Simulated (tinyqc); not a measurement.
Worked calculation: coherent transport through a tight-binding region between two chains. Computed by tinyqc, a small Python program that keeps every step. Settings: temperature = 77, mu = -0.09. Command: `OMP_NUM_THREADS=1 python tinyqc.py 30478 30479 out.jsonl` (the two numbers bound the seeds that draw the settings). One thread of a shared host (Intel(R) Xeon(R) Processor @ 2.60GHz), about 0.08 s of CPU time with the checks.

## Transmission at E = -0.13 eV

H of the central region (eV):
```
           1          2          3          4          5          6
1   0.990000  -0.560000   0.000000   0.000000   0.000000   0.000000
2  -0.560000  -0.580000  -1.960000   0.000000   0.000000   0.000000
3   0.000000  -1.960000  -0.760000  -1.160000   0.000000   0.000000
4   0.000000   0.000000  -1.160000   0.210000  -1.840000   0.000000
5   0.000000   0.000000   0.000000  -1.840000   0.130000  -1.900000
6   0.000000   0.000000   0.000000   0.000000  -1.900000   0.320000
```

Leads: semi-infinite chains with site energy 0:
```
parameter                           value
lead hopping t (eV)              2.250000
coupling to the left lead (eV)   1.120000
coupling to the right lead (eV)  1.090000
left contact site                       1
right contact site                      6
```

E = -0.130000 eV

Surface Green function g = (E - i sqrt(4 t^2 - E^2)) / (2 t^2); self-energy tc^2 g on each contact site; G = (E - H - Sigma)^(-1); Gamma = -2 Im Sigma; T = Gamma_L Gamma_R |G_LR|^2; local density of states -Im G_ii / pi.

g = -0.012840-0.444259i 1/eV

G (1/eV):
```
                     1                    2                    3                    4
1  -0.709096-0.511818i  -0.121414-0.303266i   0.230474+0.215861i   0.079976+0.395180i
2  -0.121414-0.303266i  -0.541128-0.476986i   0.669132+0.196159i   0.550911+0.699407i
3   0.230474+0.215861i   0.669132+0.196159i  -0.219477-0.106711i  -0.149335-0.273487i
4   0.079976+0.395180i   0.550911+0.699407i  -0.149335-0.273487i  -0.849746-1.033225i
5  -0.130521-0.063064i  -0.320045+0.005572i   0.110772+0.016739i   0.480606-0.018506i
6  -0.095311-0.391330i  -0.577310-0.676558i   0.159777+0.267141i   0.888679+0.998064i

                     5                    6
1  -0.130521-0.063064i  -0.095311-0.391330i
2  -0.320045+0.005572i  -0.577310-0.676558i
3   0.110772+0.016739i   0.159777+0.267141i
4   0.480606-0.018506i   0.888679+0.998064i
5   0.018973-0.013972i   0.063483+0.016010i
6   0.063483+0.016010i  -0.851928-0.964356i
```

local density of states (1/eV): 0.162917  0.151829  0.033967  0.328886  0.004448  0.306964

transmission = 0.190869

## Transmission across the band

The same steps on a grid of energies.

T(E):
```
E (eV)              T
-4.27500000  6.90e-07
-3.84750000  0.000015
-3.42000000  0.000493
-2.99250000  0.021078
-2.56500000  0.016082
-2.13750000  0.053447
-1.71000000  0.008024
-1.28250000  0.006199
-0.85500000  0.010641
-0.42750000  0.040161
0.00000000   0.384209
0.42750000   0.323097
0.85500000   0.373671
1.28250000   0.579046
1.71000000   0.749240
2.13750000   0.048276
2.56500000   0.011431
2.99250000   0.023420
3.42000000   0.000455
3.84750000   0.000018
4.27500000   9.17e-07
```

levels of the isolated region (eV): -3.099952  -2.211453  0.046891  0.915160  1.675627  2.983728

## Current

I = (2e/h) int T(E) [f(E - mu - V/2) - f(E - mu + V/2)] dE at 77 K with mu = -0.09 eV, the bias not changing H; 2e^2/h = 77.48092 microsiemens; the integral runs over the band on 4001 points.

Current:
```
V (volt)  I (microampere)
0.010000         0.187439
0.050000         0.939587
0.100000         1.893691
0.200000         3.890525
0.400000         8.252711
0.800000        16.055679
```
